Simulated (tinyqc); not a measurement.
Gate voltage for a given inversion charge.

Problem. p-type body, charge-sheet picture, depletion and inversion only, full ionisation (an idealisation for deep acceptors), Boltzmann statistics (rough once Na exp(x - xn) passes about Nc/7). In units of Vt: xg = (Vg - Vfb)/Vt, x = psi/Vt, G = gamma/sqrt(Vt), xn = (2 phiF + Vc)/Vt. The implicit equation is (xg - x)^2 = G^2 [x - 1 + exp(x - xn)] for x above about 3. Cox = eps0 eox/tox. ni = sqrt(Nc Nv) exp(-Eg/(2 Vt)), Eg in volts; phiF = Vt ln(Na/ni); gamma = sqrt(2 q eps0 eps_r Na)/Cox. N_inv = (Cox Vt G/q) [sqrt(x - 1 + exp(x - xn)) - sqrt(x - 1)]. Find x - xn, psi and Vg.

Parameters, values chosen for the exercise; band and dielectric values close to those of silicon: temperature T = 300 K; band gap Eg = 1.12 eV; relative permittivity eps_r = 11.5; conduction-band density of states at T Nc = 2.75e19 cm^-3; valence-band density of states at T Nv = 2.63e19 cm^-3; relative permittivity of the gate insulator (close to silicon dioxide) eox = 3.9; insulator thickness tox = 4.7 nm; acceptor density Na = 2.8e16 cm^-3; flat-band voltage Vfb = -0.83 V; channel-body voltage Vc = 0 V.

Constants: q = 1.602176634e-19 C, kB = 1.380649e-23 J/K, Vt = kB T/q, eps0 = 8.8541878128e-14 F/cm where lengths are in cm. Results are converted to the units shown.

N_inv = 4.3e11 cm^-2

Answer. N_inv rises steadily with x, so it fixes x; the implicit equation then gives xg directly.

x - xn = 4.270
psi = 0.8753 V
Vg = 0.2590 V

tinyqc, about 0.01 s, one thread, Intel Xeon 2.30GHz (shared host): `OMP_NUM_THREADS=1 python tinyqc.py 2122048 2122049 out.jsonl`
